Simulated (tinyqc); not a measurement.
Band bending at a free surface with one surface level, surface photovoltage and Kelvin probe: one step of the calculation.

n-type bulk, xi = Ec - EF = Vt ln(Nc/Nd), p0 = ni^2/Nd, ni = sqrt(Nc Nv) exp(-Eg/(2 Vt)), Eg in volts. b is the upward band bending, u = b/Vt. Space charge per area, in units of q: Qc = sign(b) sqrt((2 eps0 eps_r Vt/q) [(Nd + dn)(exp(-u) - 1) + Nd u + (p0 + dn)(exp(u) - 1)]), with dn the excess density under light (flat quasi-Fermi levels; 0 in the dark). The level holds -Ns f, f = 1/(1 + exp((xi + b - Es)/Vt)). Neutrality: Qc + Qf + (charge of the states) = 0.

Problem. Bulk quantities. xi, ni, p0, the Debye length sqrt(eps0 eps_r Vt/(q Nd)) and the flat-band work function chi + xi.

Values chosen for this exercise; band and dielectric values close to those of silicon: temperature T = 300 K; band gap Eg = 1.13 eV; relative permittivity eps_r = 11.8; conduction-band density of states at T Nc = 2.83e19 cm^-3; valence-band density of states at T Nv = 2.65e19 cm^-3; electron affinity chi = 4.12 eV; donor density Nd = 2.4e15 cm^-3.

Constants: q = 1.602176634e-19 C, kB = 1.380649e-23 J/K, Vt = kB T/q, eps0 = 8.8541878128e-14 F/cm where lengths are in cm. Results are converted to the units shown.

Give: xi; ni; p0; Debye length; chi + xi.

Solution.

xi = 0.24237 eV
ni = 8.8295e9 cm^-3
p0 = 32483 cm^-3
Debye length = 83.811 nm
chi + xi = 4.3624 eV

Program tinyqc, `OMP_NUM_THREADS=1 python tinyqc.py 2430012 2430013 out.jsonl`; Intel Xeon 2.30GHz, shared host, one thread, about 0.01 s.
